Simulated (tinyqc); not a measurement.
Surface Green function of a zigzag honeycomb ribbon two chains wide, Sancho-Rubio decimation: two steps of the calculation.

A semi-infinite lead of cells 0, 1, 2, ... with H0 inside a cell and H1 = <cell i|H|cell i + 1>. Cell of four sites joined 1-2-3-4 by -t; site 2 joins site 1 of the next cell and site 3 joins site 4 of the next cell. z = E + i eta.

Parameters, values chosen for the exercise:
- E = 0.93 eV (energy)
- eta = 0.01 eV (broadening)

Problem 1. Decimation. Start with e_s = e = H0, a = H1, b = H1^dagger. Each round: g = (z - e)^(-1); e_s <- e_s + a g b; e <- e + a g b + b g a; a <- a g a; b <- b g b (all with the old a, b). Round k joins cells 2^k apart.

e_s after round 1 (eV):
```
                       1                      2                      3                      4
1   0.0000000+0.0000000i  -1.0000000+0.0000000i   0.0000000+0.0000000i   0.0000000+0.0000000i
2  -1.0000000+0.0000000i   1.2456913-0.0417787i   0.1799045-0.0329219i   0.0000000+0.0000000i
3   0.0000000+0.0000000i   0.1799045-0.0329219i   1.2456913-0.0417787i  -1.0000000+0.0000000i
4   0.0000000+0.0000000i   0.0000000+0.0000000i  -1.0000000+0.0000000i   0.0000000+0.0000000i
```

e after round 1 (eV):
```
                       1                      2                      3                      4
1   0.1480510-0.0229604i  -1.0000000+0.0000000i   0.0000000+0.0000000i   1.0209937-0.0065247i
2  -1.0000000+0.0000000i   1.2456913-0.0417787i   0.1799045-0.0329219i   0.0000000+0.0000000i
3   0.0000000+0.0000000i   0.1799045-0.0329219i   1.2456913-0.0417787i  -1.0000000+0.0000000i
4   1.0209937-0.0065247i   0.0000000+0.0000000i  -1.0000000+0.0000000i   0.1480510-0.0229604i
```

a after round 1 (eV):
```
                       1                     2                     3                      4
1   0.0000000+0.0000000i  0.0000000+0.0000000i  0.0000000+0.0000000i   0.0000000+0.0000000i
2  -0.1589107+0.0263973i  0.0000000+0.0000000i  0.0000000+0.0000000i  -1.0976404+0.0188183i
3  -1.0976404+0.0188183i  0.0000000+0.0000000i  0.0000000+0.0000000i  -0.1589107+0.0263973i
4   0.0000000+0.0000000i  0.0000000+0.0000000i  0.0000000+0.0000000i   0.0000000+0.0000000i
```

b after round 1 (eV):
```
                      1                      2                      3                     4
1  0.0000000+0.0000000i  -0.1589107+0.0263973i  -1.0976404+0.0188183i  0.0000000+0.0000000i
2  0.0000000+0.0000000i   0.0000000+0.0000000i   0.0000000+0.0000000i  0.0000000+0.0000000i
3  0.0000000+0.0000000i   0.0000000+0.0000000i   0.0000000+0.0000000i  0.0000000+0.0000000i
4  0.0000000+0.0000000i  -1.0976404+0.0188183i  -0.1589107+0.0263973i  0.0000000+0.0000000i
```

Give: g; e_s after round 2; e after round 2; a after round 2; b after round 2.

Solution 1.

g (1/eV):
```
                  1                  2                  3                 4
1  0.33199-0.06657i   0.96518-0.01558i   0.16264-0.03517i  0.22265-0.05410i
2  0.96518-0.01558i  -0.58940-0.05660i   0.85700-0.00006i  0.16264-0.03517i
3  0.16264-0.03517i   0.85700-0.00006i  -0.58940-0.05660i  0.96518-0.01558i
4  0.22265-0.05410i   0.16264-0.03517i   0.96518-0.01558i  0.33199-0.06657i
```

e_s after round 2 (eV):
```
                 1                2                3                4
1   0.0000+0.0000i  -1.0000+0.0000i   0.0000+0.0000i   0.0000+0.0000i
2  -1.0000+0.0000i   1.7244-0.1732i   0.5621-0.1549i   0.0000+0.0000i
3   0.0000+0.0000i   0.5621-0.1549i   1.7244-0.1732i  -1.0000+0.0000i
4   0.0000+0.0000i   0.0000+0.0000i  -1.0000+0.0000i   0.0000+0.0000i
```

e after round 2 (eV):
```
                 1                2                3                4
1  -0.2810-0.1180i  -1.0000+0.0000i   0.0000+0.0000i   1.8656-0.0312i
2  -1.0000+0.0000i   1.7244-0.1732i   0.5621-0.1549i   0.0000+0.0000i
3   0.0000+0.0000i   0.5621-0.1549i   1.7244-0.1732i  -1.0000+0.0000i
4   1.8656-0.0312i   0.0000+0.0000i  -1.0000+0.0000i  -0.2810-0.1180i
```

a after round 2 (eV):
```
                1               2               3               4
1  0.0000+0.0000i  0.0000+0.0000i  0.0000+0.0000i  0.0000+0.0000i
2  1.2398-0.0897i  0.0000+0.0000i  0.0000+0.0000i  0.5329-0.1184i
3  0.5329-0.1184i  0.0000+0.0000i  0.0000+0.0000i  1.2398-0.0897i
4  0.0000+0.0000i  0.0000+0.0000i  0.0000+0.0000i  0.0000+0.0000i
```

b after round 2 (eV):
```
                1               2               3               4
1  0.0000+0.0000i  1.2398-0.0897i  0.5329-0.1184i  0.0000+0.0000i
2  0.0000+0.0000i  0.0000+0.0000i  0.0000+0.0000i  0.0000+0.0000i
3  0.0000+0.0000i  0.0000+0.0000i  0.0000+0.0000i  0.0000+0.0000i
4  0.0000+0.0000i  0.5329-0.1184i  1.2398-0.0897i  0.0000+0.0000i
```

Problem 2. Self-energy, Dyson check and densities of states. Sigma = H1 g_s H1^dagger is what the lead adds to one more cell, and (z - H0 - Sigma)^(-1) must give g_s back. Densities of states: -Im of the diagonals over pi.

H0 (eV):
```
    1   2   3   4
1   0  -1   0   0
2  -1   0  -1   0
3   0  -1   0  -1
4   0   0  -1   0
```

H1 (eV):
```
    1  2  3   4
1   0  0  0   0
2  -1  0  0   0
3   0  0  0  -1
4   0  0  0   0
```

converged surface Green function g_s (1/eV):
```
                         1                        2                        3                        4
1   0.59861209-0.54054400i   0.43788531+0.49671980i  -0.33676012+0.48380677i   0.35647265-0.52405537i
2   0.43788531+0.49671980i  -0.40226614-0.46632827i   0.31802498-0.44657269i  -0.33676012+0.48380677i
3  -0.33676012+0.48380677i   0.31802498-0.44657269i  -0.40226614-0.46632827i   0.43788531+0.49671980i
4   0.35647265-0.52405537i  -0.33676012+0.48380677i   0.43788531+0.49671980i   0.59861209-0.54054400i
```

converged bulk Green function (1/eV):
```
                         1                        2                        3                        4
1   0.06997849-0.49015357i   0.46500924+0.22757152i   0.02847224+0.22347154i  -0.06639053-0.47987007i
2   0.46500924+0.22757152i  -0.89451557-0.30323855i   0.89884863-0.16418603i   0.02847224+0.22347154i
3   0.02847224+0.22347154i   0.89884863-0.16418603i  -0.89451557-0.30323855i   0.46500924+0.22757152i
4  -0.06639053-0.47987007i   0.02847224+0.22347154i   0.46500924+0.22757152i   0.06997849-0.49015357i
```

Give: Sigma; (z - H0 - Sigma)^(-1); surface density of states; bulk density of states.

Solution 2.

Sigma (eV):
```
                1               2               3               4
1  0.0000+0.0000i  0.0000+0.0000i  0.0000+0.0000i  0.0000+0.0000i
2  0.0000+0.0000i  0.5986-0.5405i  0.3565-0.5241i  0.0000+0.0000i
3  0.0000+0.0000i  0.3565-0.5241i  0.5986-0.5405i  0.0000+0.0000i
4  0.0000+0.0000i  0.0000+0.0000i  0.0000+0.0000i  0.0000+0.0000i
```

(z - H0 - Sigma)^(-1) (1/eV):
```
                 1                2                3                4
1   0.5986-0.5405i   0.4379+0.4967i  -0.3368+0.4838i   0.3565-0.5241i
2   0.4379+0.4967i  -0.4023-0.4663i   0.3180-0.4466i  -0.3368+0.4838i
3  -0.3368+0.4838i   0.3180-0.4466i  -0.4023-0.4663i   0.4379+0.4967i
4   0.3565-0.5241i  -0.3368+0.4838i   0.4379+0.4967i   0.5986-0.5405i
```

```
orbital  surface density of states (1/eV)  bulk density of states (1/eV)
1                                  0.1721                         0.1560
2                                  0.1484                         0.0965
3                                  0.1484                         0.0965
4                                  0.1721                         0.1560
```

Numbers from tinyqc (`OMP_NUM_THREADS=1 python tinyqc.py 2680108 2680109 out.jsonl`; about 0.07 s on one thread of a shared Intel Xeon 2.30GHz).
